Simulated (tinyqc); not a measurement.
# From one set of inputs to another, one input at a time

Model: space-charge-limited current through a thin insulating or semi-insulating film with traps. Computed by tinyqc, a small Python program. Command: `OMP_NUM_THREADS=1 python tinyqc.py 3030856 3030857 out.jsonl sclc ladder`. One thread of a shared host (Intel(R) Xeon(R) Processor @ 2.30GHz), about 0.01 s of CPU time with the checks.

One ohmic injecting contact at x = 0 (field zero), drift only, non-degenerate free carriers.

The inputs printed are set A. Set A is modelled on Si3N4; the values taken over come from a set modelled on amorphous silicon. Inputs not listed in the table keep their values of set A, so the rows need not describe a real material.

Inputs (values chosen for the exercise, modelled on Si3N4):

| quantity | value | unit |
|---|---|---|
| permittivity eps | 7.5 | - |
| band mobility mu | 0.11 | cm^2/(V s) |
| effective density of states N_c | 9.8e+19 | 1/cm^3 |
| trap density N_t | 1.5e+18 | 1/cm^3 |
| equilibrium Fermi level below the band edge, E_0 | 0.73 | eV |
| thickness d | 61 | nm |
| free density at the anode, in units of N_c | 4.7e-06 | - |
| temperature T | 400 | K |
| trap level E_t below the band edge | 0.44 | eV |

Traps: single level.

Constants: k_B = 8.617333262e-05 eV/K; e = 1.602176634e-19 C; eps_0 = 8.8541878128e-12 F/m.

Method:
- Free density n_0 = N_c exp(-E_0/k_B T) in equilibrium; trapped density n_t(n) = N_t/(1 + n_1/n), n_1 = N_c exp(-E_t/k_B T).
- theta = n/(n + n_t) at the anode density; trap-filled-limit voltage V_TFL = e (N_t - n_t(n_0)) d^2/(2 eps eps_0).
- J = e mu n F and (eps eps_0/e) dF/dx = n - n_0 + n_t(n) - n_t(n_0) = rho(n). With F = J/(e mu n): d = (eps eps_0 J/(e^2 mu)) I_1 and V = (eps eps_0 J^2/(e^3 mu^2)) I_2, I_k = int_(n_L)^infinity dn/(n^(k+1) rho(n)), n_L the density at the anode; with u = n_L/n, 200 Gauss-Legendre points in t, u = 1 - (1 - t)^2.
- Anode field J/(e mu n_L); Mott-Gurney current (9/8) eps eps_0 mu V^2/d^3; ohmic current e n_0 mu V/d.

Each row keeps all changes above it:

| input moved | from | to | current density J (A/cm^2) | theta | V_TFL (V) |
|---|---|---|---|---|---|
| set A | - | - | 1.3768e+01 | 4.9362e-04 | 6.7317 |
| band mobility mu (cm^2/(V s)) | 0.11 | 3.2 | 4.0051e+02 | 4.9362e-04 | 6.7317 |
| trap density N_t (1/cm^3) | 1.5e+18 | 2.9e+17 | 7.8003e+01 | 2.5480e-03 | 1.3015 |
| permittivity eps | 7.5 | 11.8 | 4.9578e+01 | 2.5480e-03 | 0.8272 |
| thickness d (nm) | 61 | 120 | 9.7531e+01 | 2.5480e-03 | 3.2012 |
| temperature T (K) | 400 | 300 | 1.2677e+02 | 1.5994e-03 | 3.2019 |
| trap level E_t below the band edge (eV) | 0.44 | 0.46 | 1.2707e+02 | 1.5921e-03 | 3.2018 |
| free density at the anode, in units of N_c | 4.7e-06 | 0.00071 | 3.1418e+04 | 1.9351e-01 | 3.2018 |

Which inputs carry the difference?

Current density J goes from 13.8 to 31400, a factor 2280 in all. The largest single move comes from free density at the anode, in units of N_c (a factor 247), and trap density N_t works against it (a factor 0.195). Theta goes from 4.94e-4 to 0.194, a factor 392 in all. The largest single move comes from free density at the anode, in units of N_c (a factor 122). V_TFL goes from 6.73 to 3.20, a factor 0.476 in all. The largest single move comes from trap density N_t (a factor 0.193), and thickness d works against it (a factor 3.87). The single moves hold for this order of the switches; the total does not depend on the order.

Caution (rows free density at the anode, in units of N_c): J V exceeds 1e5 W/cm^2, where self-heating, left out here, would matter.

Extremes, crossings and ranges named in words are read from the listed rows.
